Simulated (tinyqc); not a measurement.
Self-consistent Fermi level with native defects, at growth and after a quench: one step, computed by the program tinyqc. Command: `OMP_NUM_THREADS=1 python tinyqc.py 3009012 3009013 out.jsonl scfermi walk`. One thread of a shared host (Intel(R) Xeon(R) Processor @ 2.30GHz), about 0.05 s of CPU time with the checks.

Energies are counted from the top of the valence band (VBM); when the gap shrinks with temperature the conduction band moves and the levels stay. The added dopant is taken as fully ionised. D and A draw on one reservoir with opposite signs, as the two vacancies of a compound do.

Task: Equilibrium at growth. n = N_c F_1/2((E_F - E_g)/k_B T), p = N_v F_1/2(-E_F/k_B T). F_1/2(eta) = (2/sqrt(pi)) int_0^infinity sqrt(x)/(1 + exp(x - eta)) dx, by the trapezoid rule in t = sqrt(x) with step 0.02 up to t = 12 (for eta < -12 by exp(eta) - exp(2 eta)/2^(3/2)). In equilibrium c_q = N_s exp(-(E_f(q, 0) + q E_F)/k_B T). Net charge = p - n + sum q c_q + N_X; the log ratio is ln(positive charge/negative charge). E_F is the root of the log ratio, by 50 bisections between -0.5 eV and E_g + 0.5 eV.

Inputs (values chosen for the exercise, with bands modelled on CdS): site density N_s = 3e+22 cm^-3; dopant density N_X = 1.1e+19 cm^-3; growth temperature T_g = 1400 K.

Added shallow dopant: donor.

E_g(T_g) = 2.23 eV

N_c(T_g) = 2.399812e+19 cm^-3

N_v(T_g) = 1.766218e+20 cm^-3

k_B T_g = 0.1206427 eV

E_f(q, E_F = 0) (eV): D(+2) -2.209, D(+1) -0.689, D(0) 1.401, A(0) 2.728, A(-1) 3.460, A(-2) 4.790

Give: E_F at growth; n at growth; p at growth; Defects at growth; total D; total A.

Result:

E_F at growth = 1.878 eV

n at growth = 1.275e+18 cm^-3

p at growth = 3.063e+13 cm^-3

Defects at growth:
```
state  E_f (eV)  c (cm^-3)
D(+2)     1.547  8.077e+16
D(+1)     1.189  1.572e+18
D(0)      1.401  2.715e+17
A(0)      2.728  4.537e+12
A(-1)     1.582  6.062e+16
A(-2)     1.034  5.699e+18
```

total D = 1.924e+18 cm^-3

total A = 5.760e+18 cm^-3

The largest part of the positive charge comes from the dopant (86 %) and that of the negative charge from charged A (90 %).
